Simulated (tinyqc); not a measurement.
# From effective mobility mu_eff back to tail width E_t

Model: field-effect mobility of a thin-film transistor with band-tail and deep states (multiple trapping). Computed by tinyqc, a small Python program. Command: `OMP_NUM_THREADS=1 python tinyqc.py 3013491 3013492 out.jsonl tft inv`. One thread of a shared host (Intel(R) Xeon(R) Processor @ 2.30GHz), about 0.1 s of CPU time with the checks.

A thick film in accumulation at small drain voltage. Only free electrons move; trapped ones still screen the gate. N_c and mu_0 are held fixed when T changes, leaving out the T^(3/2) growth of N_c. x = E_0 - psi is the distance of the Fermi level below the band edge.

Inputs (values chosen for the exercise, modelled on polycrystalline silicon):
```
quantity                                           value         unit
permittivity eps                                    11.7            -
effective density of states N_c                  2.8e+19       1/cm^3
band mobility mu_0                                   160   cm^2/(V s)
tail density at the edge g_t                     1.8e+20  1/(eV cm^3)
deep-state density g_d                           8.8e+15  1/(eV cm^3)
flat-band Fermi level below the edge, E_0           0.52           eV
equivalent oxide thickness t                         100           nm
surface band bending psi_s as a fraction of E_0      0.6            -
temperature T                                        300            K
```

Deep states: included.

Constants: k_B = 8.617333262e-05 eV/K; e = 1.602176634e-19 C; eps_0 = 8.8541878128e-12 F/m.

Method:
- F_j(eta) = int_0^infinity x^j/(1 + exp(x - eta)) dx, without a gamma-function factor.
- Integrals over x = E/(k_B T) use 160 Gauss-Legendre points in u = sqrt(x) from 0 to sqrt(max(eta, 0) + 32).
- Free n(x) = N_c (2/sqrt(pi)) F_1/2(-x/k_B T), with F_1/2 from its two-term series in exp(-x/k_B T) for x >= 12 k_B T; tail n_t(x) = int_0^1.2eV g_t exp(-E/E_t)/(1 + exp((x - E)/k_B T)) dE, E counted down from the edge, 120 Gauss-Legendre points; deep charge g_d psi; space charge rho(psi) = n + n_t + g_d psi less its value at psi = 0.
- Poisson: F(psi) = sqrt((2 e/(eps eps_0)) int_0^psi rho dpsi'); V_G - V_FB = psi_s + eps F(psi_s) t/3.9; free sheet density N_f = int (n - n(E_0))/F dpsi; induced sheet density N_i = eps eps_0 F(psi_s)/e; trapezoid rule on 301 even points in psi, the first interval left out of N_f.
- mu_eff = mu_0 N_f/N_i; field-effect mobility mu_FE = mu_0 e (dN_f/dV_G)/C_ox and swing S = dV_G/dlog10(N_f), by a central difference of +/- 2 mV in psi_s; C_ox = 3.9 eps_0/t.

Problem. A run gave the result below. Find the tail width E_t, known to lie between 39 and 79 meV.

effective mobility mu_eff = 0.5667041 cm^2/(V s)

Solution.

Each step takes the trial c = (a f_b - b f_a)/(f_b - f_a), f being the result less the target and a, b, c the logarithms of the listed values; c replaces end b, the old b replaces a if the sign of f changed, and otherwise f_a is halved.

Scan of the range:
```
tail width E_t (meV)  effective mobility mu_eff (cm^2/(V s))
39.0                                                 7.04660
43.9                                                 4.02911
49.3                                                 2.26350
55.5                                                 1.25903
62.4                                                 0.71985
70.2                                                 0.42334
79.0                                                 0.25766
```

False position (Illinois rule, in the logarithm of the input) inside the bracket:
```
step    end a    end b    trial  effective mobility mu_eff (cm^2/(V s))
1     62.4000  70.2000  66.3139                                0.544897
2     62.4000  66.3139  65.4257                                0.579145
3     66.3139  65.4257  65.7470                                0.566433
4     65.4257  65.7470  65.7401                                0.566701
5     65.4257  65.7401  65.7399                                0.566707
6     65.7401  65.7399  65.7400                                0.566704
```

Effective mobility mu_eff falls at every point of a 13-point scan of the range (every second point is shown), so one value fits; it is bracketed by 62.4 and 70.2. Answer: tail width E_t = 65.74 meV.
